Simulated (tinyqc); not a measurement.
# Threshold-voltage variability of a planar MOSFET, analytic estimates: effect of the correlation length of the roughness

Three independent sources add in quadrature: random dopants in the depleted layer, metal-gate grains of two orientations, and roughness of the two gate edges acting through the roll-off VT = VT(long) - Vr exp(-L/l). These are first-order estimates: no three-dimensional electrostatics, no percolation.

ni = sqrt(Nc Nv) exp(-Eg/(2 Vt)), Eg in volts; Cox = 3.9 eps0/ti; Wd = sqrt(4 eps0 eps_r Vt ln(Na/ni)/(q Na)); dopants: s1 = (q/Cox) sqrt(Na Wd/(3 L W)). Grains: Ng = L W/G^2 (at least 1), s2 = dW sqrt(p (1 - p)/Ng). Edges, with exponential correlation and u = W/La: the mean gate length has sL^2 = 2 De^2 (2/u)[1 - (1 - exp(-u))/u]; s3 = sL (Vr/l) exp(-L/l). s = sqrt(s1^2 + s2^2 + s3^2). l and Vr are held fixed.

Parameters, values chosen for the exercise; material values close to those of silicon: temperature T = 350 K; band gap Eg = 1.13 eV; relative permittivity of the semiconductor eps_r = 11.5; conduction-band density of states at T Nc = 3.59e19 cm^-3; valence-band density of states at T Nv = 3.31e19 cm^-3; channel doping Na = 3.5e17 cm^-3; oxide-equivalent thickness in inversion ti = 1.3 nm; gate length L = 25 nm; gate width W = 100 nm; metal grain size G = 5 nm; work-function difference of the two grain orientations dW = 0.15 eV; share of the orientation of higher work function p = 0.5; rms roughness of one gate edge De = 1 nm; decay length of the threshold roll-off l = 6 nm; prefactor of the roll-off Vr = 2.5 V.

Constants: q = 1.602176634e-19 C, kB = 1.380649e-23 J/K, Vt = kB T/q, eps0 = 8.8541878128e-14 F/cm where lengths are in cm. Results are converted to the units shown.

The same in every row: s1 (mV) = 9.721; s2 (mV) = 7.500.

Effect of the correlation length of the roughness:
```
La (nm)  s3 (mV)  s (mV)  s sqrt(L W) (mV um)
2          1.809   12.41               0.6205
5          2.816   12.60               0.6298
10         3.876   12.88               0.6438
20         5.172   13.32               0.6662
40         6.500   13.89               0.6946
80         7.571   14.42               0.7212
160        8.275   14.81               0.7403
```

What does the table show?

As La goes from 2 to 160 nm, s rises from 12.4 to 14.8 mV. The dopants are the largest source in the first and the last row. The edge term s3 rises from 1.81 to 8.28 mV: a longer correlation averages out less along the width. In every row the depletion depth exceeds L, so source and drain share much of the charge and s1 is rough.

tinyqc, about 0.01 s, one thread, Intel Xeon 2.30GHz (shared host): `OMP_NUM_THREADS=1 python tinyqc.py 2090085 2090086 out.jsonl`
